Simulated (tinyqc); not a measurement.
Metal-interlayer-semiconductor contact, depinning against tunnelling resistance: two steps of the calculation.

Zero bias, n-type semiconductor. Gap states at the semiconductor surface thin out as exp(-be ti), which unpins the barrier; electrons must then cross the interlayer (a rectangular barrier, no voltage drop across it) and the parabolic depleted layer, both by WKB. Energies E are counted from the Fermi level; no image force, parabolic bands.

Parameters, values chosen for the exercise; semiconductor values close to those of silicon; interlayer mass of the order of that in lanthanum oxide, offset chosen freely:
- T = 250 K (temperature)
- Eg = 1.14 eV (band gap)
- eps_r = 11.5 (relative permittivity)
- chi = 4.15 eV (electron affinity)
- Nc = 2.13e19 cm^-3 (conduction-band density of states at T)
- mt = 0.197 m0 (tunnelling mass in the semiconductor)
- mA = 2.01 m0 (Richardson mass)
- Nd = 8e18 cm^-3 (donor density)
- E0 = 0.37 eV (charge-neutrality level above the valence band)
- S0 = 0.27 (pinning factor without interlayer)
- phiM = 4.3 eV (metal work function)
- ti = 1.3 nm (interlayer thickness)
- dE = 2.02 eV (conduction-band offset of the interlayer above the semiconductor)
- mi = 0.29 m0 (tunnelling mass in the interlayer)
- be = 2.7 1/nm (decay constant of gap states through the interlayer)

Constants: q = 1.602176634e-19 C, kB = 1.380649e-23 J/K, eps0 = 8.8541878128e-12 F/m, hbar = 1.054571817e-34 J s, h = 6.62607015e-34 J s, m0 = 9.1093837015e-31 kg, Vt = kB T/q, hbar^2/(2 m0) = 0.0380998212 eV nm^2. Results are converted to the units shown.

Problem 1. Pinning, barrier and scales. S = 1/(1 + (1/S0 - 1) exp(-be ti)); phiB = S (phiM - chi) + (1 - S)(Eg - E0); xi = Ec - EF deep inside, from Nd = Nc F(-xi/Vt), F(x) = (2/sqrt(pi)) int_0^infinity sqrt(u) du/(1 + exp(u - x)); band bending U = phiB - xi; E00 = (hbar/2) sqrt(Nd/(eps0 eps_r mt m0)) in volts; A = 4 pi q mA m0 kB^2/h^3.

Wanted: S; phiB; xi; U; E00; A.

Solution 1.

S = 0.9252
phiB = 0.1964 eV
xi = 0.01825 eV
U = 0.1781 eV
E00 = 0.03489 eV
A = 241.5 A/(cm^2 K^2)

Problem 2. Exponents and integrand on an energy grid. With U = phiB - xi: for xi < E < phiB, y = (E - xi)/U and G1 = (U/E00) [sqrt(1 - y) - y ln((1 + sqrt(1 - y))/sqrt(y))], G1 = 0 above phiB; G2 = 2 ti sqrt(mi max(phiB + dE - E, 0)/C), C = hbar^2/(2 m0); f = 1/(1 + exp(E/Vt)); integrand exp(-G1 - G2) f.

| point | E (eV) |
|---|---|
| 0 | 0.02 |
| 1 | 0.03615 |
| 2 | 0.05231 |
| 3 | 0.06846 |
| 4 | 0.08462 |
| 5 | 0.10077 |
| 6 | 0.11692 |
| 7 | 0.13308 |
| 8 | 0.14923 |
| 9 | 0.16538 |
| 10 | 0.18154 |
| 11 | 0.19769 |
| 12 | 0.21385 |
| 13 | 0.23 |

phiB = 0.19636805 eV
xi = 0.018250780 eV
E00 = 0.034889140 eV

Give: G1; G2; f; integrand.

Solution 2.

| point | G1 | G2 | f | integrand (1e-8) |
|---|---|---|---|---|
| 0 | 4.930 | 10.63 | 0.2833 | 4.948 |
| 1 | 3.910 | 10.59 | 0.1574 | 7.921 |
| 2 | 3.158 | 10.55 | 0.08105 | 9.009 |
| 3 | 2.532 | 10.51 | 0.04001 | 8.649 |
| 4 | 1.995 | 10.47 | 0.01931 | 7.427 |
| 5 | 1.530 | 10.43 | 0.009216 | 5.872 |
| 6 | 1.128 | 10.39 | 0.004376 | 4.340 |
| 7 | 0.782 | 10.35 | 0.002072 | 3.022 |
| 8 | 0.491 | 10.31 | 9.800e-4 | 1.990 |
| 9 | 0.256 | 10.27 | 4.633e-4 | 1.239 |
| 10 | 0.083 | 10.23 | 2.189e-4 | 0.725 |
| 11 | 0.000 | 10.19 | 1.034e-4 | 0.388 |
| 12 | 0.000 | 10.15 | 4.886e-5 | 0.191 |
| 13 | 0.000 | 10.11 | 2.309e-5 | 0.094 |

Range of the model: The depletion charge would drop about 0.040 V across such an interlayer (eps_r near 25) at ti = 1.3 nm and Nd = 8e18 cm^-3, against a band bending of 0.18 V; this model leaves that drop out.

tinyqc, about 0.02 s, one thread, Intel Xeon 2.30GHz (shared host): `OMP_NUM_THREADS=1 python tinyqc.py 2270058 2270059 out.jsonl`
